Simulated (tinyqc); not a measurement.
Depolarisation shift: optical transitions of a finite quantum well.

Each carrier sees a square well of width L with its own depth V and masses m (inside), mb (outside); c = hbar^2/2m0, k = sqrt(m E/c), kappa = sqrt(mb (V - E)/c), and level n solves k L + 2 atan[(k/m)/(kappa/mb)] = n pi. The envelope is cos(kz) for odd n and sin(kz) for even n inside, joins exp(-kappa (|z| - L/2)) outside, and is normalised to 1. Excitons and band mixing are left out.

Constants: hbar^2/2m0 = 3.80998211 eV angstrom^2; e^2/(4 pi eps0) = 14.39964547 eV angstrom.

Parameters, chosen for this exercise (near those of an InGaAs well in InP; shifted at random, so the results belong to these values and not to a real crystal):
```
symbol  value                                  unit         meaning
L       104                                    angstrom     well width
Vc      0.247                                  eV           conduction offset
me      0.041                                  m0           electron, well
meb     0.0817                                 m0           electron, barrier
eps     11.8                                                background dielectric constant
Nss     (0.14, 0.35, 0.7, 1.4, 2.1, 2.8, 4.2)  x 1e12/cm^2  sheet densities
```

The collective line lies at E12 sqrt(1 + a), a = 8 pi q (n1 - n2) S/(eps E12), q = e^2/(4 pi eps0), S = integral over z of (integral up to z of psi_1 psi_2)^2. Zero temperature with the mass me in both subbands: n1 - n2 = Ns until Ns reaches D E12, D = me/(2 pi c), and D E12 beyond. 1e12/cm^2 = 1e-4/angstrom^2; exchange and the static band bending by the charge are left out.

Line position:
```
Ns (1e12/cm^2)  n1 - n2       a  line (meV)  shift (meV)
0.14              0.140  0.0327      114.86         1.83
0.35              0.350  0.0817      117.55         4.53
0.70              0.700  0.1634      121.91         8.88
1.4               1.400  0.3268      130.19        17.16
2.8               1.936  0.4519      136.19        23.16
4.2               1.936  0.4519      136.19        23.16
```

Give the missing row, Ns (1e12/cm^2) = 2.1.

Computed row:
```
Ns (1e12/cm^2)  n1 - n2       a  line (meV)  shift (meV)
2.1               1.936  0.4519      136.19        23.16
```

S = 8.602 angstrom
E12 = 113.03 meV

The upward shift grows from 1.83 to 23.16 meV, 20.5 % of E12 at most. It stops moving once e2 starts to fill, at Ns = 1.94 e12/cm^2. For small a the shift is a E12/2, linear in Ns; in the last row that rule gives 25.54 meV. S/L = 0.0827, against 5/(9 pi^2) = 0.0563 for hard walls.

Run: tinyqc, `OMP_NUM_THREADS=1 python tinyqc.py 1251804 1251805 out.jsonl`; Intel(R) Xeon(R) Processor @ 2.30GHz, one thread, shared host; about 0.1 s of CPU time with all checks.
